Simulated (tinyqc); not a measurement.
Stark shift: quantum well in an electric field by finite differences.

Finite differences on points z_i at the centres of cells of width h: H_ii = (c/h^2)(1/m_(i-1/2) + 1/m_(i+1/2)) + V_i, H_(i,i+1) = -(c/h^2)/m_(i+1/2), where m_(i+1/2) is the mean of the masses at the two points (the end values are repeated outwards), psi = 0 on the points beyond both ends, c = hbar^2/2m0. The field adds e F (z - z0) with z0 the middle of the structure; 1 kV/cm = 1e-5 eV/angstrom.

Constants: hbar^2/2m0 = 3.80998211 eV angstrom^2.

Inputs chosen for the exercise (out of a larger set: near those of a GaAs well in AlGaAs; not measured data): layers = ((100, 0.283, 0.096), (100, 0, 0.0652), (100, 0.283, 0.096)) (each layer: thickness in angstrom, band edge in eV, mass in m0); hf = 1.5625 angstrom (cell width of the fine grid); Fs = (0, 10, 20, 30, 40, 50, 60) kV/cm (fields).

Fine grid. Perturbation theory: dE1 = e F z_11 - beta (e F)^2 with beta = sum_j z_1j^2/(E_j - E_1) over the 13 next levels at zero field, z from z0.

Levels against field:

| F (kV/cm) | E1 (eV) | E2 (eV) | dE1 (meV) | second order (meV) | <z - z0> (angstrom) | E2 - E1 (meV) |
|---|---|---|---|---|---|---|
| 0 | 0.0316 | 0.1253 | 0.00 | 0.00 | 0.0 | 93.7 |
| 10.0 | 0.0316 | 0.1253 | -0.06 | -0.06 | -1.3 | 93.8 |
| 20.0 | 0.0314 | 0.1254 | -0.26 | -0.26 | -2.6 | 94.0 |
| 30.0 | 0.0311 | 0.1254 | -0.58 | -0.58 | -3.8 | 94.3 |
| 40.0 | 0.0306 | 0.1254 | -1.03 | -1.03 | -5.1 | 94.8 |
| 50.0 | 0.0300 | 0.1255 | -1.60 | -1.61 | -6.3 | 95.5 |
| 60.0 | 0.0293 | 0.1256 | -2.29 | -2.32 | -7.6 | 96.2 |

z_11 = 0.00 angstrom
beta = 6439 angstrom^2/eV

At zero field the state is centred, so the shift starts as F^2; it turns linear only if the state is pulled to one side. At 60 kV/cm E1 has moved by -2.29 meV, where second order gives -2.32 meV; they differ by 1.1 % there. The electron moves by -7.6 angstrom, against the rise of the potential. E2 - E1 grows with the field; the ends are 93.7 and 96.2 meV.

(tinyqc, `OMP_NUM_THREADS=1 python tinyqc.py 1282281 1282282 out.jsonl`, Intel(R) Xeon(R) Processor @ 2.30GHz, 1 thread, shared host, about 0.02 s.)
